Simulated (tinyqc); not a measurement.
The fan of levels: Landau levels of bilayer graphene.

Four-band model without bias: with w = sqrt(2) hv/l, E_N^2 = [g1^2 + (2N - 1) w^2 - sqrt(g1^4 + 2 (2N - 1) g1^2 w^2 + w^4)]/2 for N >= 2, and E = 0 for N = 0, 1. The two-band limit is hbar wc sqrt(N (N - 1)) with hbar wc = w^2/g1. Each level is fourfold; of the eight zero-energy states half belong to the electrons.

In a field B along z: l = 1/sqrt((e/hbar) B) is the magnetic length, n_B = B/(h/e) the number of states per area in one level, hbar wc = 2 muB B/m for mass m in m0; 1/angstrom^2 = 1e16/cm^2.

Constants: e/hbar = 1.519267448e-05 1/(T angstrom^2); h/e = 413566.7697 T angstrom^2; muB = 5.788381798e-05 eV/T.

Values chosen for the exercise (out of a larger set: near those of bilayer graphene; not measured data):
- hv = 6.84 eV angstrom (hbar v)
- g1 = 0.365 eV (interlayer hopping)
- Bs = (0.5, 1, 2, 4, 8, 12, 16) T (fields)

The four lowest levels against B, with their labels in order.

Levels (meV):

| B (T) | first | second | third | fourth | order |
|---|---|---|---|---|---|
| 0.500 | 0.00 | 2.73 | 4.71 | 6.62 | 0,1 2 3 4 |
| 1.00 | 0.00 | 5.42 | 9.30 | 13.02 | 0,1 2 3 4 |
| 2.00 | 0.00 | 10.68 | 18.16 | 25.22 | 0,1 2 3 4 |
| 4.00 | 0.00 | 20.77 | 34.77 | 47.67 | 0,1 2 3 4 |
| 8.00 | 0.00 | 39.50 | 64.61 | 86.95 | 0,1 2 3 4 |
| 12.0 | 0.00 | 56.68 | 91.14 | 121.14 | 0,1 2 3 4 |
| 16.0 | 0.00 | 72.62 | 115.26 | 151.81 | 0,1 2 3 4 |

What does the comparison show?

The fourth level grows as B^0.98 over the first two rows and B^0.78 over the last two (1 for a parabolic band without a fixed offset such as a valley splitting, 1/2 for massless Dirac electrons). The order of the levels does not change. At the highest field level 2 lies at 72.6 meV, against 88.1 meV in the two-band limit.

Run: tinyqc, `OMP_NUM_THREADS=1 python tinyqc.py 1251475 1251476 out.jsonl`; Intel(R) Xeon(R) Processor @ 2.30GHz, one thread, shared host; about 0.01 s of CPU time with all checks.
